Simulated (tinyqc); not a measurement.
MOSFET in saturation, small-signal circuit and noise: two steps of the calculation.

Bias by the inversion coefficient IC = I/Ispec (charge-based model with velocity saturation; weak inversion below 0.1, strong above 10). Common-source circuit: gm, gds, Cgs, Cgd and Cj at the inner nodes, Rg in series with the gate; quasi-static, no source or drain resistance, no gate-body capacitance, no substrate network, no induced gate noise, so fmax is an upper estimate.

Inputs (values chosen for the exercise):
```
symbol  value     unit                                  meaning
L         180       nm                              gate length
W          20       um                         total gate width
Cox      2.03  uF/cm^2                         gate capacitance
Cov       0.4    fF/um  overlap and fringe capacitance per side
Cj       0.55    fF/um               drain junction capacitance
Rsh        10      ohm             sheet resistance of the gate
Wf        0.5       um                             finger width
Rc        100   ohm um     gate contact and vertical resistance
IC       0.23                             inversion coefficient
f         0.9      GHz                         signal frequency
```

Task 1. Capacitances, gate resistance and cut-off frequencies. qs = [sqrt(1 + 4 IC) - 1]/2, Cgs = Cox W L qs (2 qs + 3)/(3 (qs + 1)^2) + Cov W, Cgd = Cov W, Cd = Cj W, Rg = Rsh (Wf/L)/(12 Nf) + Rc/W with Nf = W/Wf fingers (not rounded) contacted at both ends. fT = gm/(2 pi (Cgs + Cgd)), fmax = fT/(2 sqrt(Rg (gds + 2 pi fT Cgd))).

gm = 0.75269240 mS
gds = 0.019570003 mS

Wanted: Cgs; Cgd; Cd; Rg; fT; fmax.

Result 1.

Cgs = 19.18 fF
Cgd = 8.000 fF
Cd = 11.00 fF
Rg = 5.058 ohm
fT = 4.408 GHz
fmax = 63.11 GHz

Overlap and fringe make up 58.9 % of the gate capacitance; fmax is 14.3 times fT.

Task 2. Current gain and unilateral power gain. |h21| = |Y21/Y11|; U = |Y21 - Y12|^2/(4 [Re Y11 Re Y22 - Re Y12 Re Y21]). Extrapolated at 20 dB a decade: f |h21| and f sqrt(U).

Y with Rg (mS):
```
                            1                            2
1  0.0001194570+0.1536815869i  -0.0000351643-0.0452389069i
2  0.7526567857-0.0458239758i   0.0195804876+0.1076146862i
```

Give: |h21|; U; f |h21|; f sqrt(U).

Result 2.

|h21| = 4.907
U = 4917
f |h21| = 4.416 GHz
f sqrt(U) = 63.11 GHz

tinyqc, about 0.01 s, one thread, Intel Xeon 2.30GHz (shared host): `OMP_NUM_THREADS=1 python tinyqc.py 2150020 2150021 out.jsonl`
